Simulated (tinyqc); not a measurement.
# Disorder broadening of a flat band (such as a Landau level) in the self-consistent Born approximation: effects of single changes

The local Green function is G = g0(z - Sigma) with z = E + i eta and g0(z) = 1/z; the self-energy is Sigma = D G. The density of states is -Im G/pi.

Values chosen for this exercise: variance of the random potential D = 0.17 eV^2; bare broadening eta = 0.036 eV; energy from the band centre E = 0.626 eV.

Each table varies one quantity; the others keep the values above.

## Effect of the mixing

G = g0(z - Sigma), Sigma(out) = D G, Sigma(new) = Sigma + mix (Sigma(out) - Sigma). Iterations from Sigma = 0 until |Sigma(out) - Sigma| < 1e-10 eV, at most 500. The factor is |1 - mix + mix L|, L = d Sigma(out)/d Sigma at the solution.

Result of one run:

| mix | iterations | factor |
|---|---|---|
| 0.5 | 69 | 0.7112 |

What becomes of these results when the mixing mix is changed from 0.5 to 0.2, all else the same?

Result of the changed run:

| mix | iterations | factor |
|---|---|---|
| 0.2 | 137 | 0.8437 |

The whole series:

| mix | iterations | factor |
|---|---|---|
| 0.1 | 267 | 0.9170 |
| 0.2 | 137 | 0.8437 |
| 0.3 | 96 | 0.7830 |
| 0.5 | 69 | 0.7112 |
| 0.7 | 71 | 0.7206 |
| 0.85 | 93 | 0.7800 |
| 1 | 170 | 0.8749 |

L = 0.129-0.865i. The fewest iterations, 69, come at mix = 0.5; the smallest factor, 0.711, is at mix = 0.5. As a function of mix the factor has its minimum at Re(1 - L)/|1 - L|^2 = 0.578, below 1, so damping helps.

## Effect of the disorder strength

Sigma is iterated to self-consistency (retarded branch, Im Sigma < 0); first Born means Sigma = D g0(z) put once into G = g0(z - Sigma); clean means Sigma = 0. Closed form: G = (z - sqrt(z^2 - 4 D))/(2 D) with the root that gives Im G < 0; for eta -> 0 a semi-ellipse of half-width 2 sqrt(D).

The same in every row: DOS, clean (1/eV) = 0.029145.

Effect of the disorder strength:

| D (eV^2) | Re Sigma (eV) | Im Sigma (eV) | DOS, self-consistent (1/eV) | DOS, first Born (1/eV) |
|---|---|---|---|---|
| 0.0072 | 0.011679 | -6.9764e-4 | 0.030843 | 0.030789 |
| 0.013 | 0.021421 | -0.0013224 | 0.032379 | 0.032188 |
| 0.022 | 0.037206 | -0.0024283 | 0.035134 | 0.034504 |
| 0.038 | 0.067699 | -0.0049677 | 0.041612 | 0.039106 |
| 0.067 | 0.13510 | -0.013670 | 0.064943 | 0.049404 |
| 0.12 | 0.27640 | -0.13593 | 0.36057 | 0.078152 |
| 0.2 | 0.29542 | -0.30241 | 0.48130 | 0.17723 |
| 0.35 | 0.30179 | -0.48447 | 0.44061 | 2.3153 |
| 0.61 | 0.30513 | -0.69783 | 0.36414 | 0.22910 |

|Im Sigma| rises from 6.98e-4 to 0.698 eV, as D^(1.08) between the first two rows and D^(0.66) between the last two (the golden rule gives power 1, broadening wider than the band power 1/2). First Born is 0.17 % below the self-consistent density of states in the first row and 37 % below it in the last.

Range of the model: The self-consistent Born approximation misses band tails from rare fluctuations and localisation.

Numbers from tinyqc (`OMP_NUM_THREADS=1 python tinyqc.py 2720013 2720014 out.jsonl`; about 0.01 s on one thread of a shared Intel Xeon 2.30GHz).
